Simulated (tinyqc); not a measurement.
Deal-Grove kinetics of thermal oxidation of silicon: one step, computed by the program tinyqc. Command: `OMP_NUM_THREADS=1 python tinyqc.py 3000668 3000669 out.jsonl oxide walk`. One thread of a shared host (Intel(R) Xeon(R) Processor @ 2.30GHz), about 0.02 s of CPU time with the checks.

Oxidant diffuses through the oxide and reacts at the interface, so that dx/dt = B/(A + 2x) for the oxide thickness x.

Question. Rate constants. B = B0 p exp(-E_B/(k_B T)), B/A = (B/A)0 p^m exp(-E_A/(k_B T)), p in atm; A = B/(B/A). Temperatures in kelvin are T(C) + 273.15.

Inputs (values chosen for the exercise, close to those used for silicon):

| quantity | value | unit |
|---|---|---|
| prefactor B0 | 683 | um^2/h |
| activation energy E_B | 1.23 | eV |
| prefactor (B/A)0 | 3.78e+06 | um/h |
| activation energy E_A | 1.98 | eV |
| temperature T | 800 | C |
| oxidant pressure p | 0.5 | atm |
| pressure exponent m of B/A | 0.79 | - |

Ambient: dry oxygen. Surface: (100).

Constants: k_B = 8.617333262e-05 eV/K.

Give: parabolic constant B; linear constant B/A; length A.

Answer.

parabolic constant B = 5.715e-04 um^2/h

linear constant B/A = 0.001099 um/h

length A = 0.5199 um

Reaction at the interface limits growth while x is well below A/2 = 0.260 um, diffusion once x is well above it.
